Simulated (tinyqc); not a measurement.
Worked calculation: inversion layer as a triangular well, valleys of the Ge type. Values are carried at full precision from step to step, so a last printed digit may differ when a step is redone from the rounded ones.

Four ellipsoidal valleys (eight halves) with their long axes along <111>, mass ml along the axis and mt across it. For a valley whose axis makes the angle theta with the surface normal, 1/m_z = cos^2(theta)/ml + sin^2(theta)/mt sets the confinement; in the plane the masses are m_1 = mt and m_2 = ml mt/m_z, and m_d = sqrt(m_1 m_2). The Gamma and Delta valleys are left out; the heavy Delta valleys, about 0.18 eV up, can lie lowest under strong confinement.

Constants: e^2/(4 pi eps0) = 14.39964547 eV angstrom; hbar^2/2m0 = 3.80998211 eV angstrom^2; kB = 8.617333262e-05 eV/K.

Inputs chosen for the exercise (near those of Ge; not measured data): ml = 1.581 m0 (longitudinal mass); mt = 0.082 m0 (transverse mass); face = 111 (surface); eps = 16.2 (dielectric constant); Ns = 1.8 x 1e12/cm^2 (electron sheet density); Nd = 0.13 x 1e12/cm^2 (depletion charge); eta = 0.5 (share of Ns in the effective field); T = 300 K (temperature); tox = 18 angstrom (SiO2-equivalent oxide thickness).

## Valley masses on the (111) face

Group the valleys by their angle to the normal, heaviest m_z first.

Valleys (masses in m0):
```
valleys g  cos^2(theta)     m_z     m_1     m_2     m_d
1                1.0000  1.5810  0.0820  0.0820  0.0820
3                0.1111  0.0917  0.0820  1.4144  0.3406
```

The single valley with the heaviest m_z will give the lowest ladder of subbands.

## Effective field

The field is taken as constant, e F = 4 pi (e^2/4 pi eps0)(Nd + eta Ns)/eps, with 1e12/cm^2 = 1e-4/angstrom^2, and the oxide as a hard wall at z = 0; c = hbar^2/2m0.

Find e F, and F in MV/cm (1 MV/cm = 0.01 V/angstrom).

e F = 0.00115049 eV/angstrom
F = 0.1150 MV/cm

## Subband ladders

Level j of a valley lies at E_j = a_j (c (e F)^2/m_z)^(1/3) above the band edge at the surface, with the Airy zeros a_j = 2.338107, 4.087949, 5.520560, 6.786708, 7.944134, 9.022651, 10.040174, 11.008524, 11.936016, 12.828777, and has <z> = 2 E_j/(3 e F).

The ten lowest levels of all groups of valleys together, j = 0, 1, ..., c = hbar^2/2m0; primes mark the groups with lighter m_z.

Subbands:
```
label  valleys g  m_d (m0)  E (eV)  <z> (angstrom)
0              1    0.0820  0.0344           19.94
1              1    0.0820  0.0602           34.87
2              1    0.0820  0.0813           47.09
0'             3    0.3406  0.0889           51.53
3              1    0.0820  0.0999           57.89
4              1    0.0820  0.1169           67.76
5              1    0.0820  0.1328           76.96
6              1    0.0820  0.1478           85.64
1'             3    0.3406  0.1555           90.10
7              1    0.0820  0.1620           93.90
```

The second subband is 1, 25.8 meV above the first.

## Fermi level and populations

Subband i holds n_i = g m_d/(2 pi c) kB T ln(1 + exp((EF - E_i)/kB T)) (spin included), and EF is fixed by sum n_i = Ns over the levels listed or, where none are listed, over j = 0 to 9 of each group; 1e12/cm^2 = 1e-4/angstrom^2.

Solve for EF; c = hbar^2/2m0. The mean distance is sum n_i <z>_i/Ns.

EF = 0.0246 eV

Populations:
```
label  (EF - E)/kB T  n (1e12/cm^2)  share (%)
0              -0.38          0.461       25.6
1              -1.38          0.199       11.1
2              -2.19          0.094        5.2
0'             -2.49          0.880       48.9
3              -2.91          0.047        2.6
4              -3.57          0.025        1.4
5              -4.19          0.013        0.7
6              -4.77          0.008        0.4
1'             -5.06          0.070        3.9
7              -5.32          0.004        0.2
```

mean distance from the surface = 43.67 angstrom

The lowest subband holds 25.6 % of the electrons and is partly degenerate (EF within a few kB T of its edge). The fullest is 0', with 49 %, thanks to its larger g m_d.

## Effect on the gate capacitance

The charge sits at the mean distance <z> from the surface, which adds (3.9/eps) <z> to the oxide thickness; C/Cox = tox/(tox + 3.9 <z>/eps). The density-of-states term is left out.

added thickness = 10.51 angstrom
C/Cox = 0.631

## Checks

- Lowest level by finite differences against the Airy formula, eV: both 0.0344.

tinyqc: `OMP_NUM_THREADS=1 python tinyqc.py 1282355 1282356 out.jsonl`; about 0.06 s, one thread, shared Intel(R) Xeon(R) Processor @ 2.30GHz.
